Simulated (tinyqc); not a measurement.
Equal layers of growing thickness: short-period [001] superlattice in sp3s* tight binding.

Planes alternate anion, cation along [001], a/4 apart; at zero in-plane momentum s, pz, s* form one block. All levels of A are shifted so that its Ev (lower root of [[Epa, Vxx], [Vxx, Epc]]) is 0, and those of B so that its Ev is -dEv. A monolayer is an anion plane and the cation plane above it; an anion between unlike cations takes the mean of the two anion levels; each bond takes the couplings of its cation. Block from an anion to the cation above: U with Vss/2 (s,s), Vsapc/2 (s,z), -Vscpa/2 (z,s), Vxx/2 (z,z), Vxapc/2 (s*,z), -Vpaxc/2 (z,s*); to the cation below: the same with the s-z and s*-z signs reversed. The cell of n + m monolayers is closed with the phase exp(2 pi i q). No spin-orbit coupling. In this block 2 (n + m) levels are filled.

For the two lowest empty levels at q = 0: energy, share of the cation weight on A, and Gamma character, the share of the cation amplitudes with Fourier index |j|/(n + m) < 1/4 along the stack (near 1: Gamma-like, near 0: folded from X).

Parameters, chosen for this exercise (A near a published set for GaAs, B for AlAs; not measured data):
- pA = (-8.333, 1.039, -2.662, 3.677, 8.592, 6.742, -6.454, 1.95, 5.075, 4.489, 5.771, 4.829, 4.808) eV (order Esa, Epa, Esc, Epc, Exa, Exc, Vss, Vxx, Vxy, Vsapc, Vscpa, Vxapc, Vpaxc)
- pB = (-7.515, 0.983, -1.16, 3.578, 7.499, 6.728, -6.669, 1.876, 4.295, 5.121, 5.486, 4.52, 4.98) eV (the same for B)
- dEv = 0.49 eV (valence offset: Ev(B) lies this far below Ev(A))
- a = 5.653 angstrom (lattice constant, taken common; strain is left out)

n = m.

Lowest empty levels:
```
n = m  layer (angstrom)  E1 (eV)  on A  Gamma  E2 (eV)  on A  Gamma
2                   5.7   1.9117  0.47   0.12   1.9640  0.66   0.83
3                   8.5   1.8859  0.19   0.00   1.9236  0.76   0.94
4                  11.3   1.8443  0.25   0.17   1.8994  0.69   0.87
6                  17.0   1.8048  0.61   0.63   1.8278  0.39   0.46
8                  22.6   1.7507  0.93   0.98   1.8083  0.02   0.01
10                 28.3   1.7058  0.96   0.99   1.8044  0.00   0.00
12                 33.9   1.6735  0.97   1.00   1.7997  0.01   0.00
14                 39.6   1.6500  0.98   1.00   1.7962  0.00   0.00
18                 50.9   1.6190  0.99   1.00   1.7932  0.00   0.00
```

What does the comparison show, and why?

At zero in-plane momentum (the in-plane X valleys are left out) the lowest level is X-like for n = 2, 3 and 4 and Gamma-like for the others (a Gamma weight between about 0.35 and 0.65 marks an even mixture, at the crossover). Thin layers push the light Gamma electron up past the heavy X electron, whose share on A runs from 0.19 to 0.47, so for n = 3 and 4 it lies apart from the holes in A (type II); the crossover lies between n = 4 and 6. The crossover moves with dEv and with the electron mass, which this model makes too heavy, so it comes at thinner layers than in the real system. At n = 18 the lowest level lies 0.071 eV above the lowest bulk edge of the two crystals, with 99 % of its cation weight on A.

(tinyqc, `OMP_NUM_THREADS=1 python tinyqc.py 1451835 1451836 out.jsonl`, Intel(R) Xeon(R) Processor @ 2.30GHz, 1 thread, shared host, about 0.6 s.)
